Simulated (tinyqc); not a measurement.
Inside a calculation: exchange-split free-electron bands and tunnelling magnetoresistance. Values are carried at full precision from step to step, so a last printed digit may differ when a step is redone from the rounded ones.

Majority and minority bands E = c k^2/m -/+ Dx/2, c = hbar^2/2m0, so k_up = sqrt(m (EF + Dx/2)/c), k_dn = sqrt(m (EF - Dx/2)/c); n_s = k_s^3/(6 pi^2), D_s = m k_s/(4 pi^2 c).

Constants: hbar^2/2m0 = 3.80998211 eV angstrom^2.

Parameters, chosen for this exercise: EF = 2.61 eV (Fermi energy above the mean band bottom); Dx = 2.66 eV (exchange splitting); m = 0.8 m0 (mass in the electrodes); mb = 0.72 m0 (mass in the barrier); phi = 1.5 eV (barrier height above EF); d = 8.6 angstrom (barrier thickness).

## The two Fermi spheres

Give k_s, n_s, D_s, the moment per electron (n_up - n_dn)/n and three polarisations: of D, of D v and of D v^2 (v proportional to k).

k_up, k_dn (1/angstrom): 0.9096  0.5184

n_up, n_dn (1/angstrom^3): 0.01271  0.00235

D_up, D_dn (1/(eV angstrom^3)): 0.00484  0.00276

moment per electron = 0.6875 muB

polarisations: D 0.2739, D v 0.5096, D v^2 0.6875

The three numbers differ although they describe one band structure: each probe (density of states, ballistic current, diffusive current) weights the velocity differently.

## Transmissions

Barrier: kappa = sqrt(mb phi/c), c = hbar^2/2m0. With a = k1/m, b = k2/m, w = kappa/mb, the transmission at normal incidence is T(k1, k2) = 4 a b w^2/[w^2 (a + b)^2 + (w^2 + a^2)(w^2 + b^2) sinh^2(kappa d)]. Parallel: G_P = T(up, up) + T(dn, dn); antiparallel: G_AP = 2 T(up, dn); TMR = (G_P - G_AP)/G_AP. Julliere: TMR = 2 P^2/(1 - P^2). Slonczewski factor: P_eff = P_k (w^2 - a_up a_dn)/(w^2 + a_up a_dn), P_k = (k_up - k_dn)/(k_up + k_dn).

Evaluate kappa and the three T.

kappa = 0.5324 1/angstrom
kappa d = 4.579

T: up-up 0.0003523, dn-dn 0.0004143, up-dn 0.0003821

The minority channel transmits more, by a factor 1.18; the common factor exp(-2 kappa d) is 0.000105.

## Magnetoresistance

From the T, and from the Julliere formula with P_k and with P_eff.

TMR from T = 0.33 %
P_k = 0.2739
P_eff = -0.0405
Julliere with P_k = 16.22 %
Julliere with P_eff = 0.33 %

The interface factor is -0.148: it reverses the sign of the tunnelling polarisation. The plain Julliere value lies 15.9 points above the result and the one with P_eff 0.00 points from it. Symmetry filtering in crystalline barriers, which gives far larger values, is outside this model.

## Checks

- TMR of a thick barrier against the Julliere formula with P_eff: both 0.003292.

Computed by tinyqc, a small Python program: `OMP_NUM_THREADS=1 python tinyqc.py 1650075 1650076 out.jsonl` (the numbers bound the seed that draws the inputs); one thread of a shared host (Intel(R) Xeon(R) Processor @ 2.30GHz), about 0.01 s for the whole set of steps.
